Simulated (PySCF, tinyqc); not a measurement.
Inside a calculation. Method: FCI on RHF in the sto-6g basis, for H3+, spin multiplicity 1. The lowest restricted solution is unstable here: a spin-polarised one lies 0.0047 hartree lower (PySCF). One step of it, computed by the program tinyqc.

Problem. Iteration 10 (converged): orbitals. Diagonalise F' = X^T F X, C = X C', fill 1 alpha and 1 beta electrons from the bottom; D = 2 C_occ C_occ^T. Each column has its largest component positive (the first on a tie).

converged F (hartree), order 1H 1s, 2H 1s, 3H 1s:
$$\begin{pmatrix}
-0.489825 & -0.347729 & -0.306244 \\
-0.347729 & -0.489825 & -0.306244 \\
-0.306244 & -0.306244 & -0.478814
\end{pmatrix}$$

X, order 1H 1s, 2H 1s, 3H 1s:
$$\begin{pmatrix}
0.809435 & -0.433810 & 0.493669 \\
-0.809435 & -0.433810 & 0.493669 \\
0.000000 & 0.923817 & 0.463639
\end{pmatrix}$$

Give: F' = X^T F X; orbital energies; coefficients C; D after iteration 10.

Solution.

F' = X^T F X (hartree):
$$\begin{pmatrix}
-0.1862 & 0.0000 & 0.0000 \\
0.0000 & -0.2330 & -0.0025 \\
0.0000 & -0.0025 & -0.7915
\end{pmatrix}$$

orbital energies (hartree): MO1 -0.7916, MO2 -0.2329, MO3 -0.1862

coefficients C, order 1H 1s, 2H 1s, 3H 1s:
$$\begin{pmatrix}
0.4917 & -0.4360 & 0.8094 \\
0.4917 & -0.4360 & -0.8094 \\
0.4677 & 0.9217 & 0.0000
\end{pmatrix}$$

D after iteration 10, order 1H 1s, 2H 1s, 3H 1s:
$$\begin{pmatrix}
0.4836 & 0.4836 & 0.4600 \\
0.4836 & 0.4836 & 0.4600 \\
0.4600 & 0.4600 & 0.4376
\end{pmatrix}$$
